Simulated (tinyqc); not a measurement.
# X-ray reflectivity of a thin film on silicon: critical angles, Parratt recursion, fringes and roughness, step by step

A worked calculation. Computed by tinyqc, a small Python program that keeps every step. Command: `OMP_NUM_THREADS=1 python tinyqc.py 3120475 3120476 out.jsonl xrr walk`. One thread of a shared host (Intel(R) Xeon(R) Processor @ 2.30GHz), about 0.01 s of CPU time with the checks. Intermediate numbers are printed to about 6 digits and carried at full precision; extremes and crossings named in words are read from the listed rows.

n = 1 - delta + i beta; the classical electron radius is r_e = 2.8179403e-6 nm. Layer 0 is vacuum, 1 the film, 2 the substrate.

Inputs (values chosen for the exercise, modelled on Si3N4 on silicon, copper K-alpha radiation):

| quantity | value | unit |
|---|---|---|
| wavelength lambda | 0.15406 | nm |
| film density rho | 3.05 | g/cm^3 |
| effective electrons per unit mass, film | 0.502 | mol/g |
| beta/delta, film | 0.016 | - |
| film thickness d | 36.6 | nm |
| roughness of the surface sigma_1 | 0.76 | nm |
| roughness of the interface sigma_2 | 0.37 | nm |
| substrate density | 2.33 | g/cm^3 |
| effective electrons per unit mass, substrate | 0.507 | mol/g |
| beta/delta, substrate | 0.023 | - |
| grazing angle theta | 1.02 | degrees |

Constants: N_A = 6.02214076e+23 1/mol.

## Optical constants

delta = r_e lambda^2 rho_e/(2 pi), rho_e = density x electrons per mass x N_A; critical angle sqrt(2 delta), q_c = 4 sqrt(pi r_e rho_e).

Constants:

| layer | rho_e (1/nm^3) | delta | beta | critical angle (degrees) | q_c (1/nm) |
|---|---|---|---|---|---|
| film | 922.050 | 9.81491e-06 | 1.57039e-07 | 0.253852 | 0.361392 |
| substrate | 711.402 | 7.57263e-06 | 1.74170e-07 | 0.222977 | 0.317437 |

The film is denser in electrons than the substrate, and thick enough to set the edge of total reflection.

## Critical angle of the film

The formulas are those given above.

critical angle of the film = 0.253852 degrees

## Reflectivity at one angle

k_j = (2 pi/lambda) sqrt(sin^2 theta - 2 delta_j + 2 i beta_j); r_ij = (k_i - k_j)/(k_i + k_j) x exp(-2 k_i k_j sigma^2) (Nevot-Croce); r = (r_01 + r_12 p)/(1 + r_01 r_12 p), p = exp(2 i k_1 d); R = |r|^2.

k_0, k_1, k_2 (1/nm): 0.726013  0.703167+0.000371i  0.708452+0.000409i

1000 r_01 = 8.86329-0.14918i

1000 r_12 = -3.26612-0.02085i

p = 0.346848+0.909266i

reflectivity R = 6.98278e-05

q = 4 pi sin(theta)/lambda = 1.45203 1/nm

## Fringe period, contrast and decay

Far above the critical angle the period is d theta = lambda/(2 d), or 2 pi/d in q; the envelope runs between (|r_01| - |r_12 p|)^2 and (|r_01| + |r_12 p|)^2; contrast = 2 a b/(a^2 + b^2) with a = |r_01|, b = |r_12 p|; roughness factors on the amplitudes are about exp(-q^2 sigma^2/2).

period in theta = 0.120587 degrees

period in q = 0.171672 1/nm

contrast = 0.635442

roughness factor, surface = 0.543949

roughness factor, interface = 0.865612

## Thickness from the minima

Minima of R theta^4 are located on 6001 points over 7.5 periods, from 1.15 times the larger critical angle. With refraction, sin^2(theta_m) = 2 delta + m^2 (lambda/(2 d))^2, m integer or half-integer; the first six minima are used, and the first order is the one that minimises the largest residual of the least-squares line plus the distance of its intercept from 2 delta. Without refraction, d = lambda/(2 x mean step of sin theta).

Minima:

| order m | theta (degrees) | sin^2 theta |
|---|---|---|
| 2 | 0.350716 | 3.74680e-05 |
| 3 | 0.442362 | 5.96077e-05 |
| 4 | 0.545465 | 9.06306e-05 |
| 5 | 0.654596 | 1.30522e-04 |
| 6 | 0.767044 | 1.79213e-04 |
| 7 | 0.881752 | 2.36817e-04 |

d with refraction = 36.5982 nm

d without refraction = 41.5580 nm

Against d = 36.6 nm the errors are 0.00 % with and +13.55 % without refraction. The orders are integers, as r_01 and r_12 have opposite signs for a film denser than the substrate.

## Which roughness does what

R is averaged over one period above each angle (64 points); contrast = (max - min)/(max + min) of R theta^4 over that period. Cases: smooth; only sigma_1; only sigma_2; both.

Mean R and contrast:

| theta (degrees) | R smooth | contrast | R, sigma_1 | contrast, sigma_1 | R, sigma_2 | contrast, sigma_2 | R, both | contrast, both |
|---|---|---|---|---|---|---|---|---|
| 0.8 | 5.82055e-04 | 0.440216 | 2.81640e-04 | 0.657932 | 5.76109e-04 | 0.404704 | 2.75860e-04 | 0.615491 |
| 1.2 | 1.11314e-04 | 0.430319 | 2.18419e-05 | 0.819802 | 1.09663e-04 | 0.354075 | 2.01285e-05 | 0.708034 |
| 1.8 | 2.29476e-05 | 0.430818 | 1.44246e-06 | 0.898012 | 2.23487e-05 | 0.277858 | 7.80047e-07 | 0.999981 |
| 2.5 | 6.40119e-06 | 0.431408 | 3.15656e-07 | 0.188010 | 6.15499e-06 | 0.181046 | 5.40075e-08 | 0.468725 |
| 3.5 | 1.70775e-06 | 0.431870 | 8.41609e-08 | 0.006031 | 1.63145e-06 | 0.080781 | 2.56283e-09 | 0.110402 |

At 2.5 degrees sigma_1 alone multiplies the mean R by 0.049 and sigma_2 alone by 0.96; the contrast goes from 0.43 (smooth) to 0.19 and 0.18.

Checks made by the program: smooth bare substrate far above q_c against (q_c/2q)^4 (relative difference 1e-03).
